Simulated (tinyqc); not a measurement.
Printed widths: electron-beam lithography: double-Gaussian proximity function, edge placement and dose correction for parallel lines. Computed by tinyqc, a small Python program. Command: `OMP_NUM_THREADS=1 python tinyqc.py 3113301 3113302 out.jsonl proximity walk`. One thread of a shared host (Intel(R) Xeon(R) Processor @ 2.30GHz), about 0.01 s of CPU time with the checks.

Lines are infinitely long. Absorbed energy is counted so that the middle of a very large area written at dose 1 receives 1; the resist develops where it exceeds 1/2.

Inputs (values chosen for the exercise, of the order of those for 20 keV electrons in resist on silicon): forward range alpha = 0.027 micrometre; backscatter range beta = 2 micrometre; backscatter ratio eta = 0.72.

line widths (micrometre): 0.034  1.1  1  0.043

gaps between the lines (micrometre): 0.069  0.15  0.15

Method:
- The first line starts at x = 0; each next one starts after the width and the gap.
- f(r) = [exp(-r^2/alpha^2)/alpha^2 + eta exp(-r^2/beta^2)/beta^2]/(pi (1 + eta)). A line from a to b at dose d gives E(x) = d [S(alpha) + eta S(beta)]/(1 + eta), S(s) = [erf((b - x)/s) - erf((a - x)/s)]/2.
- M_ij is the mean of E at the two edges of line i from line j at dose 1.
- Uncorrected edge energies are M 1. Solve M d = 1/2 for the doses d that put the mean edge energy of every line at the threshold.
- Edges are the roots of E(x) = 1/2 between a line centre and the middle of the next gap. Three cases: dose 1 everywhere; one common dose equal to the mean of d; the corrected doses.

Lines (micrometre):
```
line  left edge  right edge  centre
1         0.000       0.034  0.0170
2         0.103       1.203  0.6530
3         1.353       2.353  1.8530
4         2.503       2.546  2.5245
```

corrected doses: 1 1.21101, 2 1.00924, 3 1.01014, 4 1.17254

Width error, printed less drawn (nm):
```
line  drawn width (nm)   dose 1  mean dose  corrected
1                   34  -14.044    -2.8705   0.001570
2                 1100   -0.930     6.6621   0.010786
3                 1000   -0.974     6.6138   0.014919
4                   43   -9.594    -1.0367   0.001591
```

With the common mean dose the errors span 9.5 nm. With corrected doses the largest error is 0.01 nm.

Extremes, crossings and ranges named in words are read from the listed rows.
